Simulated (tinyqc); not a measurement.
From 2p+- binding energy back to transverse mass m_t: donor in an ellipsoidal valley (Kohn-Luttinger variational method). Computed by tinyqc, a small Python program. Command: `OMP_NUM_THREADS=1 python tinyqc.py 3017730 3017731 out.jsonl kohnlutt inv`. One thread of a shared host (Intel(R) Xeon(R) Processor @ 2.30GHz), about 0.2 s of CPU time with the checks.

H = -(d^2/dx^2 + d^2/dy^2) - gamma d^2/dz^2 - 2/r in units built on m_t, with gamma = m_t/m_l and z along the valley axis. One valley; no valley-orbit or central-cell term.

Inputs (values chosen for the exercise, modelled on 3C-SiC): longitudinal mass m_l = 0.695 m_0; dielectric constant eps = 9.44.

Constants: Ry = 13.605693123 eV; a_0 = 0.529177210903 angstrom.

Method. Ry* = Ry m_t/eps^2, a* = a_0 eps/m_t, gamma = m_t/m_l. Gaussian basis: g = P exp(-al (x^2 + y^2) - be z^2) with P = 1 (s-like), z (2p0) or x (2p+-); al = 0.004 x 2.6^k, k = 0..11, and be/al = 1, gamma^(-1/2) or 1/gamma (36 functions); 1/r = (2/sqrt(pi)) int exp(-t^2 r^2) dt by 48 Gauss-Legendre points after t = sqrt(al_i + al_j) tan(theta); overlap eigenvalues below 1e-10 are dropped.

Task: A run gave the result below. Find the transverse mass m_t, known to lie between 0.13 and 0.42 m_0.

2p+- binding energy = 10.64971 meV

Result:

Each step takes the trial c = (a f_b - b f_a)/(f_b - f_a), f being the result less the target and a, b, c the logarithms of the listed values; c replaces end b, the old b replaces a if the sign of f changed, and otherwise f_a is halved.

Scan of the range:

| transverse mass m_t (m_0) | 2p+- binding energy (meV) |
|---|---|
| 0.130 | 6.4526 |
| 0.158 | 7.6575 |
| 0.192 | 9.0717 |
| 0.234 | 10.7561 |
| 0.284 | 12.6853 |
| 0.345 | 14.9450 |
| 0.420 | 17.6049 |

False position (Illinois rule, in the logarithm of the input) inside the bracket:

| step | end a | end b | trial | 2p+- binding energy (meV) |
|---|---|---|---|---|
| 1 | 0.192000 | 0.234000 | 0.231094 | 10.6416 |
| 2 | 0.234000 | 0.231094 | 0.231299 | 10.6497 |
| 3 | 0.234000 | 0.231299 | 0.231301 | 10.6497 |
| 4 | 0.231299 | 0.231301 | 0.231300 | 10.6497 |

2p+- binding energy rises at every point of a 13-point scan of the range (every second point is shown), so one value fits; it is bracketed by 0.192 and 0.234. Answer: transverse mass m_t = 0.2313 m_0.
